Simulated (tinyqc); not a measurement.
Inside a calculation. Model: thermal and gravitational stress in a wafer during furnace and rapid thermal processing, and the onset of slip. Computed by tinyqc, a small Python program that keeps every step. Command: `OMP_NUM_THREADS=1 python tinyqc.py 3010907 3010908 out.jsonl slip walk`. One thread of a shared host (Intel(R) Xeon(R) Processor @ 2.30GHz), about 0.01 s of CPU time with the checks. Intermediate numbers are printed to about 6 digits and carried at full precision; extremes and crossings named in words are read from the listed rows.

A thin free disc in plane stress, isotropic; T(r) = T_centre + dT (r/R)^n with n = 2. Stress is positive in tension; sigma_SB = 5.670374419e-8 W/(m^2 K^4), g = 9.80665 m/s^2.

Inputs (values chosen for the exercise, modelled on silicon):

| quantity | value | unit |
|---|---|---|
| wafer radius R | 100 | mm |
| thickness t | 725 | micrometre |
| Young's modulus E | 155 | GPa |
| Poisson ratio nu | 0.25 | - |
| expansion alpha | 4.48 | 1e-6/K |
| edge less centre temperature dT | -22 | K |
| temperature T | 1100 | K |
| prefactor A of the critical stress | 0.0005 | MPa |
| energy U of the critical stress | 1.06 | eV |
| density rho | 2330 | kg/m^3 |
| heat capacity c | 953 | J/(kg K) |
| conductivity k | 24.2 | W/(m K) |
| wafer spacing s | 8.8 | mm |
| ramp rate | 2 | K/min |
| radius of the support ring over R | 0.68 | - |

Temperature profile: parabolic.

Constants: k_B = 8.617333262e-05 eV/K.

## Thermal stress

With x = r/R: s_rr = alpha E dT (1 - x^n)/(n + 2), s_tt = alpha E dT [1 - (n + 1) x^n]/(n + 2).

Temperature and stresses at r/R = 0, 0.3, 0.5, 0.7, 0.8, 0.9, 0.95, 1:

| r/R | T - T_centre (K) | s_rr (MPa) | s_tt (MPa) |
|---|---|---|---|
| 0.00 | 0.000 | -3.819200 | -3.819200 |
| 0.30 | -1.980 | -3.475472 | -2.788016 |
| 0.50 | -5.500 | -2.864400 | -0.954800 |
| 0.70 | -10.780 | -1.947792 | 1.795024 |
| 0.80 | -14.080 | -1.374912 | 3.513664 |
| 0.90 | -17.820 | -0.725648 | 5.461456 |
| 0.95 | -19.855 | -0.372372 | 6.521284 |
| 1.00 | -22.000 | 0.000000 | 7.638400 |

hoop stress at the edge = 7.6384 MPa

r/R where s_tt = 0 = 0.577350

The cold edge is stretched; the edge stress is n times that at the centre in size.

## Resolved stress round the edge

At the edge the stress is uniaxial along the tangent d = (cos phi, sin phi, 0) of a (001) wafer; the Schmid factor is the largest |(d.n)(d.b)| over the twelve {111}<110> systems.

Schmid factor and resolved stress at phi = 0, 7.5, 15, 22.5, 30, 37.5 and 45 degrees from [100]:

| phi from [100] (degrees) | Schmid factor | resolved stress (MPa) |
|---|---|---|
| 0.0 | 0.408248 | 3.11836 |
| 7.5 | 0.454124 | 3.46878 |
| 15.0 | 0.482963 | 3.68906 |
| 22.5 | 0.492799 | 3.76420 |
| 30.0 | 0.482963 | 3.68906 |
| 37.5 | 0.454124 | 3.46878 |
| 45.0 | 0.408248 | 3.11836 |

The factor is 1/sqrt(6) = 0.408 along <100> and <110> and peaks at 0.4928 at 22.5 degrees, so slip, if any, starts at eight places between these directions.

## Slip criterion

Critical resolved stress tau_c = A exp(U/(k_B T)), a form chosen for the exercise; slip when 0.492799 |s_tt(R)| > tau_c; allowed |dT| = tau_c (n + 2)/(0.492799 n alpha E).

critical stress tau_c = 35.9322 MPa

resolved over critical stress = 0.104758

allowed |dT| = 210.007 K

No slip; the margin is a factor 9.5.

## Ramp rate in a batch furnace

In a stack heated from the rim, heat flows inward by conduction and by radiation between wafers: k_eff = k + (16/3) sigma_SB T^3 s^2/t (a diffusion estimate with the spacing as path length). A steady ramp gives the parabolic lag dT = rho c (ramp) R^2/(4 k_eff); the allowed ramp uses n = 2.

k_eff = 67.1948 W/(m K)

lag of the centre = 2.75380 K

allowed ramp rate = 152.522 K/min

Radiation carries 64 % of the inward flow. The ramp is 0.01 of the allowed one.

## Gravity

Own weight q = rho g t on a ring of radius b R, x = r/R: moments of an edge-supported plate, M_r = q R^2 (3 + nu)(1 - x^2)/16 and M_t = q R^2 [(3 + nu) - (1 + 3 nu) x^2]/16, less the uniform moment inside the ring load, q R^2 [(1 - nu)(1 - b^2) - 2 (1 + nu) ln b]/8; stress at the lower face = 6 M/t^2.

stress at the centre = 0.0609003 MPa

radial stress at the ring = -0.116711 MPa

hoop stress at the ring = -0.0347366 MPa

The largest of these is 0.0016 tau_c when halved for shear. Point supports give far higher local stress than a ring.

## Position of the support ring

The formulas are those given above.

Stress at the lower face (MPa):

| b | centre | radial at ring | hoop at ring | largest in size |
|---|---|---|---|---|
| 0.40 | -0.306276 | -0.367733 | -0.339369 | 0.367733 |
| 0.50 | -0.158458 | -0.254485 | -0.210164 | 0.254485 |
| 0.60 | -0.031217 | -0.169495 | -0.105674 | 0.169495 |
| 0.65 | 0.027164 | -0.135122 | -0.060221 | 0.135122 |
| 0.70 | 0.082923 | -0.105290 | -0.018422 | 0.105290 |
| 0.75 | 0.136546 | -0.079515 | 0.020206 | 0.136546 |
| 0.80 | 0.188424 | -0.057406 | 0.056054 | 0.188424 |
| 0.90 | 0.288163 | -0.022964 | 0.120633 | 0.288163 |
| 1.00 | 0.384108 | 0.000000 | 0.177281 | 0.384108 |

Among these rows the largest stress is least, 0.105 MPa, for a ring at 0.7 R, 3.6 times below edge support: the overhang balances the sag of the centre. All values scale as R^2/t.

## Limits against temperature

The formulas are those given above.

For the parabolic profile:

| T (K) | tau_c (MPa) | allowed \|dT\| (K) | k_eff (W/(m K)) | allowed ramp (K/min) |
|---|---|---|---|---|
| 1050 | 61.1992 | 357.681 | 61.594 | 238.122 |
| 1125 | 28.0260 | 163.799 | 70.193 | 124.271 |
| 1200 | 14.1506 | 82.704 | 80.019 | 71.529 |
| 1275 | 7.7429 | 45.254 | 91.153 | 44.585 |
| 1350 | 4.5303 | 26.478 | 103.677 | 29.670 |
| 1425 | 2.8045 | 16.391 | 117.672 | 20.847 |
| 1500 | 1.8214 | 10.645 | 133.221 | 15.329 |

From 1050 to 1500 K the allowed difference falls 34 times and the allowed ramp 16 times; radiation, which grows as T^3, gives back a factor 2.16. Ramps must slow as the wafer gets hotter.

Checks made by the program: force balance: the hoop stress integrates to zero (added to the edge stress) (relative difference below 1e-10).
